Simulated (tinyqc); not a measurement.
Equilibrium and kinetic segregation of a solute to boundaries and growing surfaces: one step, computed by the program tinyqc. Command: `OMP_NUM_THREADS=1 python tinyqc.py 3014954 3014955 out.jsonl segreg walk`. One thread of a shared host (Intel(R) Xeon(R) Processor @ 2.30GHz), about 0.01 s of CPU time with the checks.

Question. Depletion of small grains. With theta the solute fraction on boundary sites and x that in the grains, theta/(1 - theta) = [x/(1 - x)] exp[(Q + z w theta)/(k_B T)]. Finite grains: boundary sites are the fraction f = 3 delta/d, and x0 = (1 - f) x + f theta; solve both equations for theta; share at boundaries = f theta/x0.

Inputs (values chosen for the exercise, for a model alloy):
```
quantity                               value  unit
segregation energy Q                   0.617    eV
interaction z w (positive attracts)  -0.0019    eV
total solute fraction x0              0.0016     -
temperature T                           1000     K
grain size d                            1000    nm
boundary thickness delta                0.67    nm
```

Isotherm: Fowler-Guggenheim.

Constants: k_B = 8.617333262e-05 eV/K.

Give: site fraction f; coverage theta; fraction x left in the grains; share of solute at boundaries; enrichment theta/x.

Answer.

site fraction f = 0.00201

coverage theta = 0.4618

fraction x left in the grains = 6.731e-04

share of solute at boundaries = 58.01 %

enrichment theta/x = 686.1
